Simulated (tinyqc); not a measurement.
Hole doping of the spin-split valence bands: two-band massive Dirac model of the K valleys.

Basis (conduction, valence): H = [[D/2, a t (tau kx - i ky)], [a t (tau kx + i ky), -D/2 + lam tau sz]], valley tau = +/-1, spin sz = +/-1. The gap of a spin and valley is G = D - lam tau sz. Berry curvature Omega = curl of i<u|grad u>; for the conduction band Omega_c = -tau 2 a^2 t^2 G/(G^2 + 4 a^2 t^2 k^2)^(3/2), and Omega_v = -Omega_c.

Inputs chosen for the exercise (near those used for monolayer WSe2; the results hold for these values, not for the real material): a = 3.313 angstrom (lattice constant); D = 1.57 eV (gap parameter); t = 1.26 eV (effective hopping); lam = 0.242 eV (half the valence spin splitting).

The Fermi level lies E below the top of the valence band. kF for the upper and lower band of valley +1 from the two-band energy; each flavour holds kF^2/(4 pi) holes per area and both valleys count. Spin polarisation within one valley; Berry flux removed from valley +1, the sum of (1 - cos(theta_F))/2 with cos(theta_F) = G/sqrt(G^2 + 4 a^2 t^2 kF^2), in units of 2 pi.

Holes:

| E (meV) | kF upper (1/angstrom) | kF lower | p (1e12/cm^2) | spin polarisation in a valley | flux/2 pi |
|---|---|---|---|---|---|
| 60.5 | 0.0694 | 0.0000 | 7.67 | 1.000 | 0.0418 |
| 121.0 | 0.1003 | 0.0000 | 16.01 | 1.000 | 0.0771 |
| 242.0 | 0.1477 | 0.0000 | 34.70 | 1.000 | 0.1336 |
| 363.0 | 0.1877 | 0.0000 | 56.06 | 1.000 | 0.1767 |
| 459.8 | 0.2172 | 0.0000 | 75.08 | 1.000 | 0.2046 |
| 726.0 | 0.2925 | 0.1689 | 181.60 | 0.500 | 0.3666 |
| 968.0 | 0.3571 | 0.2525 | 304.49 | 0.333 | 0.4707 |

Give the missing row, E (meV) = 532.4.

Computed row:
```
E (meV)  kF upper (1/angstrom)  kF lower  p (1e12/cm^2)  spin polarisation in a valley  flux/2 pi
532.4                   0.2384    0.0719          98.69                          0.833     0.2479
```

Up to E = 2 lam = 484 meV, a density of 80.1e12/cm^2, only the upper band of this model is emptied and each valley is fully spin-polarised, oppositely in the two. Beyond it the polarisation falls, to 0.33 in the last row. The flux, times e^2/h, is in size the change of the Hall conductivity of one valley; the other valley cancels it in the charge current. Rows with kF above about 0.2 1/angstrom lie beyond the range of the model, and in real layers the valley at Gamma, close below in MoS2 and WS2, can take holes as well.

Run: tinyqc, `OMP_NUM_THREADS=1 python tinyqc.py 1452535 1452536 out.jsonl`; Intel(R) Xeon(R) Processor @ 2.30GHz, one thread, shared host; about 0.01 s of CPU time with all checks.
